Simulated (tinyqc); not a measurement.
# Thermoelectric coefficients of a parabolic band, Landauer integrals: two studies

Bulk parabolic band, x = (E - Ec)/kB T, C = hbar^2/(2 m0), kB T in eV. Modes per area gv m kB T x/(4 pi C) times the back-scattering length l0 x^rr give the transport function s0 X(x), s0 = (2 q^2/h) gv m kB T l0/(4 pi C), X = x^(1 + rr). I_k = int X (x - eta)^k w dx, w = 1/(4 cosh^2((x - eta)/2)).

Values chosen for this exercise:
- T = 500 K (temperature)
- m = 0.58 m0 (mass of one valley)
- gv = 1 (valleys)
- l0 = 3.5 nm (back-scattering length at x = 1)
- rr = 0.5 (energy exponent of that length)
- kL = 0.37 W/(m K) (lattice thermal conductivity)
- eta = 3.5 (reduced Fermi level (EF - Ec)/kB T)

Constants: q = 1.602176634e-19 C, kB = 1.380649e-23 J/K, hbar = 1.054571817e-34 J s, h = 6.62607015e-34 J s, m0 = 9.1093837015e-31 kg, Vt = kB T/q, hbar^2/(2 m0) = 0.0380998212 eV nm^2. Results are converted to the units shown.

Each table varies one quantity; the others keep the values above.

## Effect of the scattering exponent

sigma = s0 I_0, S = -(kB/q) I_1/I_0, Lorenz number L = (kB/q)^2 [I_2/I_0 - (I_1/I_0)^2], kappa_e = L sigma T. Power factor S^2 sigma, ZT = S^2 sigma T/(kappa_e + kL). The integrals are converged.

Effect of the scattering exponent:
```
rr	sigma (S/cm)	S (uV/K)	kappa_e (W/(m K))	power factor (mW/(m K^2))	ZT	L (1e-8 V^2/K^2)
-0.5	254.2	-46.59	0.2532	0.05516	0.04426	1.993
0	499.6	-76.31	0.5104	0.2910	0.1652	2.043
0.5	1027	-103.8	1.101	1.107	0.3763	2.144
1	2191	-130.4	2.502	3.724	0.6484	2.284
1.5	4832	-156.7	5.938	11.86	0.9403	2.458
2	1.098e4	-183.2	14.63	36.88	1.229	2.664
2.5	2.570e4	-210.3	37.27	113.7	1.510	2.901
```

|S| rises from 46.6 to 210 uV/K, on average 54.6 uV/K for each unit of rr (kB/q = 86.2 uV/K in the non-degenerate limit), since a length that grows with energy favours hot carriers. The Lorenz number rises from 1.99 to 2.90 (1e-8 V^2/K^2). l0 is held fixed, so sigma changes too.

## Best figure of merit against the lattice conductivity

Same model as above.

For each row eta is chosen to maximise ZT; B = (kB/q)^2 s0 T/kL.

Best figure of merit against the lattice conductivity:
```
kL (W/(m K))	B	best eta	best ZT	S there (uV/K)
0.12	0.4380	-0.593	1.751	-284.2
0.27	0.1946	-0.025	1.052	-245.8
0.59	0.08908	0.505	0.6067	-213.8
1.3	0.04043	1.012	0.3277	-187.0
2.8	0.01877	1.457	0.1711	-166.6
6.1	0.008616	1.831	0.08474	-151.6
13	0.004043	2.099	0.04152	-142.0
29	0.001812	2.280	0.01908	-135.9
```

As B falls from 0.438 to 0.00181, the best ZT falls from 1.75 to 0.0191, as B^(0.63) between the first two rows and B^(0.97) between the last two; the best eta moves from -0.59 to 2.28, towards the optimum of the power factor, since kappa_e matters less when kL is large.

Range of the model: Parabolic bands, elastic scattering and a fixed kL make these model figures, not those of a material.

Program tinyqc, `OMP_NUM_THREADS=1 python tinyqc.py 2800122 2800123 out.jsonl`; Intel Xeon 2.30GHz, shared host, one thread, about 0.1 s.
